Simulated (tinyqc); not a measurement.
Which pair of peaks is best: composition and strain of an epitaxial Si(1-x)Ge(x) layer from Raman and X-ray peaks. Computed by tinyqc, a small Python program. Command: `OMP_NUM_THREADS=1 python tinyqc.py 3014731 3014732 out.jsonl epiraman walk`. One thread of a shared host (Intel(R) Xeon(R) Processor @ 2.30GHz), about 0.01 s of CPU time with the checks.

A (001) layer, biaxially strained in the plane. The Raman peaks follow empirical lines omega = w0 + c1 x + c3 x^3 + b eps (c3 for Si-Ge alone), with eps the in-plane strain.

Inputs (values chosen for the exercise, modelled on silicon-germanium): Ge fraction x = 0.79; Si-Si: c1 = -70.2 1/cm; Si-Si: strain coefficient b = -779 1/cm; Si-Ge: c1 = 25.2 1/cm; Si-Ge: c3 = -32.8 1/cm; Si-Ge: strain coefficient b = -564 1/cm; Ge-Ge: c1 = 19.2 1/cm; Ge-Ge: strain coefficient b = -456 1/cm; uncertainty of a Raman peak = 0.05 1/cm.

Substrate: silicon.

Method. For each pair invert J = [d omega/dx, d omega/d eps] at the true x. Independent errors of the given size in both peaks give sigma_x and sigma_eps = uncertainty x (norm of the rows of the inverse of J).

Error propagation:
```
pair              det J     sigma_x  sigma_eps (per mille)
Si-Si and Si-Ge  11.384   0.0042240                0.34693
Si-Si and Ge-Ge  46.968  9.6092e-04               0.077476
Si-Ge and Ge-Ge  27.341   0.0013264               0.074954
```

The pair Si-Si and Ge-Ge fixes x best (sigma_x = 9.6e-4) and Si-Si and Si-Ge worst (0.0042), a factor 4.4. Strain moves all peaks the same way, so a good pair needs different ratios of composition slope to strain coefficient, best of opposite sign; the slopes here are -70.2, -36.2 and 19.2 per cm for Si-Si, Si-Ge and Ge-Ge. Errors in the coefficients themselves are not counted.

Extremes, crossings and ranges named in words are read from the listed rows.
